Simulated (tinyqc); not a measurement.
# Charge imbalance from the loss of breakdown voltage

Question. In a superjunction of pillar doping N and length Lp an imbalance dl lowers BV by q |dl| N Lp^2/(4 eps0 eps_r), as long as the field reaches through the pillar. Find |dl| and the net dose error |dl| N wp.

Parameters, values chosen for the exercise:
```
symbol,value,unit,meaning
eps_r,11.8,,relative permittivity of the semiconductor
wp,6,um,width of each pillar
```

Constants: q = 1.602176634e-19 C, eps0 = 8.8541878128e-14 F/cm where lengths are in cm. Results are converted to the units shown.

BV balanced and BV measured (V): [620, 574.33845]
N = 3.2779357e15 cm^-3
Lp = 25.029448 um

Solution. The loss is linear in |dl|; its sign cannot be told from BV.

|dl| = 5.80 %
dose error = 1.14e11 cm^-2

Program tinyqc, `OMP_NUM_THREADS=1 python tinyqc.py 2590104 2590105 out.jsonl`; Intel Xeon 2.30GHz, shared host, one thread, about 0.01 s.
